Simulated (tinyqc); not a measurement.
ROHF in the sto-6g basis, for H4+, spin multiplicity 2, step by step. One step of it, computed by the program tinyqc.

Problem. Orthogonalisation. S = U s U^T; canonical form X = U s^(-1/2), so that X^T S X = 1. Each column of U has its largest component positive (the first on a tie).

overlap S, lower triangle:
```
          1H 1s     2H 1s     3H 1s     4H 1s
1H 1s  1.000000
2H 1s  0.622655  1.000000
3H 1s  0.069396  0.055456  1.000000
4H 1s  0.055456  0.069396  0.622655  1.000000
```

Give: eigenvalues of S; X.

Solution.

eigenvalues of S: 0.3634  0.3913  1.4978  1.7475

X:
```
             1        2        3       4
1H 1s   0.8294   0.7993   0.4085  0.3782
2H 1s  -0.8294  -0.7993   0.4085  0.3782
3H 1s  -0.8294   0.7993  -0.4085  0.3782
4H 1s   0.8294  -0.7993  -0.4085  0.3782
```
